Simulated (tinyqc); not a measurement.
# Potential step from the flux

Question. On one interval J = (q mu Vt/hx) [nb B(d) - na B(-d)], B(d) = d/(exp(d) - 1), d = (psi_b - psi_a)/Vt. Find psi_b - psi_a, and the step at which J would vanish.

Values chosen for this exercise: temperature T = 293 K; electron mobility mu = 8050 cm^2/(V s); density at the left node na = 1.9e13 cm^-3; density at the right node nb = 4.4e14 cm^-3; node spacing hx = 12 nm.

Constants: q = 1.602176634e-19 C, kB = 1.380649e-23 J/K, Vt = kB T/q. Results are converted to the units shown.

J = 38995.970 A/cm^2

Solution. B(d) falls and B(-d) rises with d, so J falls steadily with the step and one value matches. J = 0 needs nb/na = exp(d), the Boltzmann ratio.

psi_b - psi_a = -0.07900 V
step for J = 0 = 0.07934 V

Program tinyqc, `OMP_NUM_THREADS=1 python tinyqc.py 2220104 2220105 out.jsonl`; Intel Xeon 2.30GHz, shared host, one thread, about 0.01 s.
